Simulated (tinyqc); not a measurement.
Inside a calculation. Model: energy and delay of logic against supply voltage.

Numbers from tinyqc (`OMP_NUM_THREADS=1 python tinyqc.py 2082115 2082116 out.jsonl`; about 0.01 s on one thread of a shared Intel Xeon 2.30GHz). Printed values are rounded.

One expression serves below and above threshold: I(Vg) = Ik [ln(1 + exp((Vg - VT + dd V)/(al nf Vt)))]^al, with I_on = I(V) and I_off = I(0). Gate delay td = kd C V/I_on, clock period LD td. Per gate and cycle the switching energy is act C V^2 and the leakage energy I_off V LD td. No short-circuit current, no variation. Minima are sought above 0.09 V; below a few Vt gates no longer switch and the model has no meaning.

Parameters, values chosen for the exercise; values of the order met in logic technologies: temperature T = 250 K; threshold voltage at zero drain bias VT = 0.27 V; slope factor nf = 1.16; barrier lowering per volt of supply dd = 0.08; specific current of a gate Ik = 0.63 uA; exponent of the current law al = 1.71; load capacitance of a gate C = 0.31 fF; delay factor kd = 0.8; logic depth LD = 16; activity factor act = 0.2; supply voltage V = 1.09 V.

Constants: q = 1.602176634e-19 C, kB = 1.380649e-23 J/K, Vt = kB T/q. Results are converted to the units shown.

Range of the model: At a supply of a few Vt gates lose their noise margin, and variation, left out here, decides whether they work.

## Currents, delay and energies

I_on, I_off, td, clock frequency 1/(LD td), both energies and their sum.

I_on = 117.058 uA
I_off = 0.414400 nA
td = 2.30928 ps
clock frequency = 27.0647 GHz
switching energy = 73.6622 aJ
leakage energy = 0.0166895 aJ
energy = 73.6789 aJ

I_on/I_off = 2.82e5; leakage makes up 0.0227 % of the energy.

## Starting value

V = 0.08 V.

V at the start = 0.08 V

## Iteration 1: new V

Minimum-energy supply: E(V) is the energy per gate and cycle; with h = 0.001 V, E' = (E(V + h) - E(V - h))/(2 h), E'' = (E(V - h) - 2 E(V) + E(V + h))/h^2, V(new) = V - E'/E''.

E' = -5.45348 aJ/V
E'' = 31.7155 aJ/V^2
V after iteration 1 = 0.251950 V

## Iteration 2: new V

As before.

E' = 30.8449 aJ/V
E'' = 134.726 aJ/V^2
V after iteration 2 = 0.0230035 V

## Course of the iteration

Stop when the step is below 1e-9 V, or after 40 iterations.

Course of the iteration:
```
iteration  V before the step (V)   step (V)
1                           0.08      0.172
2                       0.251950     -0.229
3                      0.0230035     0.0355
4                      0.0584880   -2.81e-4
5                      0.0582066    2.58e-6
6                      0.0582092  -4.76e-11
```

Converged in 6 iterations. There leakage makes up 47.3 % of the energy and the clock runs at 3.02 MHz.
